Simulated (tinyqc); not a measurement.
# Nanowire ballistic transistor, top-of-the-barrier model: effect of the valley degeneracy

At the top of the source barrier, states moving towards the drain are filled by the source (Fermi level 0) and states moving back by the drain (Fermi level -q Vd); nothing scatters. U is the shift of the band edge there, set by the capacitances CG, CD and CS (the total) and by the charge. Parabolic one-dimensional subband; the source is grounded.

N0 = gv sqrt(2 m kB T/pi)/hbar, CG = 2 pi eps0 eox/ln(1 + 2 tox/d), CS = CG/aG, n0 = n at U = 0 and Vd = 0. eta1 = -(E0 + U)/Vt, eta2 = eta1 - Vd/Vt, n = (N0/2)[F_(-1/2)(eta1) + F_(-1/2)(eta2)], F_(-1/2)(x) = (1/sqrt(pi)) int_0^infinity u^(-1/2)/(1 + exp(u - x)) du. U = UL + q (n - n0)/CS with UL = -(aG Vg + aD Vd), energies in eV. I = gv (2 q^2/h) Vt [ln(1 + exp eta1) - ln(1 + exp eta2)]. CQ = (q/Vt) dn/d(eta1). E0 is held fixed.

Inputs (values chosen for the exercise); mass and valleys close to those of gallium arsenide:
```
symbol   value  unit                                                                 meaning
T          200     K                                                             temperature
m       0.0677    m0                                                          effective mass
eox         22                                   relative permittivity of the gate insulator
tox        1.3    nm                                                     insulator thickness
d            8    nm                                                           wire diameter
aG        0.83                                                            gate control CG/CS
aD       0.024                                                           drain control CD/CS
E0         0.4    eV  band edge at the barrier top above the source Fermi level at zero bias
Vg         0.8     V                                                            gate voltage
Vd         0.8     V                                                           drain voltage
```

Constants: q = 1.602176634e-19 C, kB = 1.380649e-23 J/K, hbar = 1.054571817e-34 J s, h = 6.62607015e-34 J s, m0 = 9.1093837015e-31 kg, Vt = kB T/q, eps0 = 8.8541878128e-14 F/cm where lengths are in cm. Results are converted to the units shown.

Result of one run:

| gv | eta1 | n (cm^-1) | I (uA) | mean velocity I/(q n) (cm/s) | CQ/CS |
|---|---|---|---|---|---|
| 2 | 15.65 | 4.400e6 | 41.80 | 5.930e7 | 0.02511 |

What becomes of these results when the valley degeneracy gv is changed from 2 to 4, all else the same?

Result of the changed run:

| gv | eta1 | n (cm^-1) | I (uA) | mean velocity I/(q n) (cm/s) | CQ/CS |
|---|---|---|---|---|---|
| 4 | 14.91 | 8.587e6 | 79.63 | 5.788e7 | 0.05149 |

The whole series:

| gv | eta1 | n (cm^-1) | I (uA) | mean velocity I/(q n) (cm/s) | CQ/CS |
|---|---|---|---|---|---|
| 1 | 16.04 | 2.227e6 | 21.41 | 6.002e7 | 0.01240 |
| 2 | 15.65 | 4.400e6 | 41.80 | 5.930e7 | 0.02511 |
| 3 | 15.28 | 6.520e6 | 61.19 | 5.858e7 | 0.03814 |
| 4 | 14.91 | 8.587e6 | 79.63 | 5.788e7 | 0.05149 |
| 6 | 14.20 | 1.257e7 | 113.8 | 5.650e7 | 0.07918 |

As gv goes from 1 to 6, n rises from 2.23e6 to 1.26e7 cm^-1, the mean velocity falls from 6.00e7 to 5.65e7 cm/s and the current rises from 21.4 to 114 uA. CQ/CS goes from 0.012 to 0.079. For gv = 1 to 3 higher subbands of the wire, left out here, could begin to fill.

Computed by the program tinyqc: `OMP_NUM_THREADS=1 python tinyqc.py 2400006 2400007 out.jsonl`, one thread of a shared Intel Xeon 2.30GHz, about 0.03 s for the whole run.
